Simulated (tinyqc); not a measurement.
# Changing the critical dose Q_c

Model: permeation of metal atoms or ions through a thin barrier or dielectric: time lag, field-aided drift and lifetime. Computed by tinyqc, a small Python program. Command: `OMP_NUM_THREADS=1 python tinyqc.py 3026792 3026793 out.jsonl barrier sweep`. One thread of a shared host (Intel(R) Xeon(R) Processor @ 2.30GHz), about 0.02 s of CPU time with the checks.

The film 0 < x < d is empty at first; C = C0 at x = 0 and C = 0 at x = d. dC/dt = D d2C/dx2 - v dC/dx with drift v = D z e V/(k_B T d) (uniform field, no space charge).

Inputs (values chosen for the exercise, for a model case: singly charged ions through a dielectric):

| quantity | value | unit |
|---|---|---|
| thickness d | 41 | nm |
| prefactor D0 | 9.2e-08 | cm^2/s |
| activation energy E | 0.711 | eV |
| concentration at the source side C0 | 4.2e+13 | 1/cm^3 |
| charge number z | 1 | - |
| voltage V (positive drives ions across) | 0.16 | V |
| test temperature T | 175 | C |
| use temperature T_u | 70 | C |

Constants: k_B = 8.617333262e-05 eV/K.

Method:
- D = D0 exp(-E/(k_B T)); time scale d^2/D; Peclet number P = z V/(k_B T), k_B T in eV; 1 nm = 1e-7 cm.
- Temperatures in kelvin are T(C) + 273.15.
- Steady flux J = (D C0/d) P/(1 - exp(-P)); time lag in units of d^2/D: s_L = [P (1 + exp(-P))/(1 - exp(-P)) - 2]/P^2 (P = 0: J = D C0/d, s_L = 1/6).
- Dose through the film Q(s) = C0 d {f (s - s_L) - 2 exp(P/2) sum_(n=1..200) (-1)^n n^2 pi^2 exp(-l_n s)/l_n^2}, l_n = n^2 pi^2 + P^2/4, f = P/(1 - exp(-P)) the relative flux.
- Solve Q = Q_c for s. At the use temperature D and P take T_u, with the same C0 and V; 1 year = 3.15576e7 s.

One run for each value:

| critical dose Q_c (1/cm^2) | failure time at T (s) | s at the critical dose | failure time at T_u (years) |
|---|---|---|---|
| 2.00e+04 | 6.2039e+02 | 3.4290e-02 | 5.1613e-03 |
| 2.00e+05 | 8.4302e+02 | 4.6595e-02 | 6.9059e-03 |
| 2.00e+06 | 1.2763e+03 | 7.0542e-02 | 1.0206e-02 |
| 2.00e+07 | 2.3835e+03 | 1.3174e-01 | 1.8302e-02 |
| 2.00e+08 | 7.3808e+03 | 4.0794e-01 | 5.3104e-02 |
| 2.00e+09 | 5.2314e+04 | 2.8915e+00 | 3.6154e-01 |
| 2.00e+10 | 5.0154e+05 | 2.7721e+01 | 3.4449e+00 |

Over the rows, failure time at T (s) rises from 620 to 502000 (exponent d ln y / d ln x 0.13 between the first rows and 0.98 between the last); s at the critical dose rises from 0.0343 to 27.7 (exponent d ln y / d ln x 0.13 between the first rows and 0.98 between the last); failure time at T_u (years) rises from 0.00516 to 3.44 (exponent d ln y / d ln x 0.13 between the first rows and 0.98 between the last). At the high end the exponent of failure time at T is 0.98, close to 1: steady flow.

Caution (all rows): grain boundaries, pinholes, trapping and space charge are left out; thin real barriers usually fail at defects.
